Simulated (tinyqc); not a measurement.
From results back to parameters: Kane-Mele model of a buckled honeycomb layer in a normal field. Two cases, with inputs chosen for the exercise.

Problem. The gaps of the two spins at a valley are 2|D - lam| and 2 (D + lam), where 2 lam is the gap at zero field and D = e b Ez > 0. The layer is known to be an ordinary band insulator. The gaps come from hidden lam and Ez.

Case 1.

Values chosen (out of a larger set: of the size used for germanene; not measured data): b = 0.34 angstrom (half the buckling height).

gaps (meV): 135.2000  327.2000

Case 2.

Values chosen (out of a larger set: of the size used for silicene; not measured data): b = 0.25 angstrom (half the buckling height).

gaps (meV): 1.7000  15.3000

Find: lam; Ez.

Solution. A quarter of the sum is the larger of D and lam, a quarter of the difference the smaller; the gaps alone cannot say which is which. Here D > lam.

Case 1.

lam = 48.00 meV
Ez = 0.340 V/angstrom

Case 2.

lam = 3.40 meV
Ez = 0.0170 V/angstrom

Computed by tinyqc, one run a case: `OMP_NUM_THREADS=1 python tinyqc.py N N+1 out.jsonl` with N = 1480163, 1480322; one thread of a shared Intel(R) Xeon(R) Processor @ 2.30GHz, about 0.02 s a run at most.
